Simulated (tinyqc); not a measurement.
# Area and perimeter leakage from two diodes

Inverse problem. A square diode and a finger diode leak I = JA area + JP perimeter. Find JA, JP and the side of the square at which both parts are equal.

areas (um^2): 10000  76000
perimeters (um): 400  30780
leakage currents (pA): 0.334  22.233800

Answer. Two linear equations give JA and JP; for a square of side a, JA a^2 = 4 JP a at a = 4 JP/JA.

JA = 5.00e-10 A/cm^2
JP = 7.10e-12 A/cm
side for equal parts = 568 um

tinyqc, about 0.01 s, one thread, Intel Xeon 2.30GHz (shared host): `OMP_NUM_THREADS=1 python tinyqc.py 2290116 2290117 out.jsonl`
